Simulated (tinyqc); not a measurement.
Configuration-coordinate model of a defect: Huang-Rhys factor and luminescence line shape: one step, computed by the program tinyqc.

Ground state E_g(Q) = (1/2) omega_g^2 Q^2; excited state E_e(Q) = E_0 + (1/2) omega_e^2 (Q - dQ)^2 with omega_e = omega_g and E_0 = E_ZPL. Q is mass-weighted; the dipole does not depend on Q (Condon approximation).

Question. Huang-Rhys factors and vertical energies. S = hbar omega dQ^2/(2 hbar^2/u) for each state; relaxation energy S hbar omega; absorption at E_0 + S_e hbar omega_e, emission at E_0 - S_g hbar omega_g; the Stokes shift is their difference.

Inputs (values chosen for the exercise, for a model defect in a wide-gap host): zero-phonon energy E_ZPL = 1.64 eV; displacement dQ = 1.67 u^(1/2) angstrom; ground-state phonon hbar omega_g = 21.3 meV.

Modes: equal frequencies in both states.

Constants: hbar^2/u = 4.18015928e-03 eV angstrom^2.

Give: S_g; S_e; relaxation energy, ground state; relaxation energy, excited state; vertical absorption energy; vertical emission energy; Stokes shift.

Answer.

S_g = 7.1054

S_e = 7.1054

relaxation energy, ground state = 0.15135 eV

relaxation energy, excited state = 0.15135 eV

vertical absorption energy = 1.7913 eV

vertical emission energy = 1.4887 eV

Stokes shift = 0.30269 eV

The coupling is strong: a broad band, with almost no zero-phonon line.
